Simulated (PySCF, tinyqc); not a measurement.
Inside a calculation. Method: CID on RHF in the sto-3g basis, frozen core, for BeH+, spin multiplicity 1. The lowest restricted solution is unstable here: a spin-polarised one lies 0.0593 hartree lower (PySCF). One step of it, computed by the program tinyqc.

Problem. Orthogonalisation. S = U s U^T; symmetric (Loewdin) form X = U s^(-1/2) U^T, so that X^T S X = 1.

overlap S, lower triangle:
```
           1Be 1s    1Be 2s   1Be 2px   1Be 2py   1Be 2pz     2H 1s
1Be 1s   1.000000
1Be 2s   0.259517  1.000000
1Be 2px  0.000000  0.000000  1.000000
1Be 2py  0.000000  0.000000  0.000000  1.000000
1Be 2pz  0.000000  0.000000  0.000000  0.000000  1.000000
2H 1s    0.006296  0.145562  0.000000  0.000000  0.208695  1.000000
```

Give: eigenvalues of S; X.

Solution.

eigenvalues of S: 0.6809  0.8288  1.0000  1.0000  1.1650  1.3254

X, lower triangle:
```
          1Be 1s   1Be 2s  1Be 2px  1Be 2py  1Be 2pz   2H 1s
1Be 1s    1.0269
1Be 2s   -0.1371   1.0356
1Be 2px   0.0000   0.0000   1.0000
1Be 2py   0.0000   0.0000   0.0000   1.0000
1Be 2pz  -0.0022   0.0125   0.0000   0.0000   1.0172
2H 1s     0.0122  -0.0787   0.0000   0.0000  -0.1089  1.0258
```
